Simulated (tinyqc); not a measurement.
Tail absorption against field: Franz-Keldysh effect at a direct gap.

Parabolic bands, vertical transitions, no excitons. For each hole band j: mr = me mj/(me + mj); joint density of states J_j(E) = (mr/c)^(3/2) sqrt(E - Eg)/(2 pi^2), both spins, c = hbar^2/2m0; averaged matrix element |e.p|^2 = m0 Ep/6; alpha_j(E) = 4 pi^2 alpha_f c Ep J_j/(3 nr E) in 1/angstrom (alpha_f the fine-structure constant, listed as alpha among the constants), times 1e8 for 1/cm.

In a field Fd (1 kV/cm = 1e-5 V/angstrom) the electro-optic energy of band j is th = (c (e Fd)^2/mr)^(1/3), and sqrt(E - Eg) in J_j is replaced by pi sqrt(th) [Ai'(b)^2 - b Ai(b)^2] with b = (Eg - E)/th; Ai is the Airy function.

Constants: hbar^2/2m0 = 3.80998211 eV angstrom^2; fine-structure constant alpha = 0.007297352564.

Parameters, chosen for this exercise (near those of InP; not measured data): Eg = 1.305 eV (direct gap); me = 0.0813 m0 (electron mass); mhh = 0.61 m0 (heavy-hole mass); mlh = 0.0848 m0 (light-hole mass); Ep = 21 eV (Kane energy); nr = 3.43 (refractive index); det = 40 meV (detuning below the gap).

At E = Eg - det; the field takes the values listed. The last column is the length for 10 dB of loss.

Results:
```
Fd (kV/cm)  th heavy (meV)  b heavy  alpha (1/cm)  length (micrometre)
10                    8.10    4.939      0.000436             5.28e+07
20                   12.86    3.112         0.266             8.65e+04
40                   20.41    1.960          10.4             2.21e+03
60                   26.74    1.496          42.0                  548
100                  37.59    1.064           148                  156
150                  49.26    0.812           306                 75.3
250                  69.24    0.578           610                 37.8
400                  94.72    0.422           989                 23.3
```

How do the results move, and what explains it?

alpha grows by 5.0 decades from 10 to 60 kV/cm and by a factor 1.62 over the last step, where the field grows by 1.6: the exponent (4/3) b^(3/2) goes as 1/Fd, so the gain is steep only while b > 1 (deep in the tail the light-hole pair, with its smaller b, carries most of it), that is up to 100 kV/cm of those listed. Values below about 10 1/cm lie under the Urbach and exciton tails of a real crystal, left out here.

Computed by tinyqc, a small Python program: `OMP_NUM_THREADS=1 python tinyqc.py 1650795 1650796 out.jsonl` (the numbers bound the seed that draws the inputs); one thread of a shared host (Intel(R) Xeon(R) Processor @ 2.30GHz), about 0.01 s for the whole set of steps.
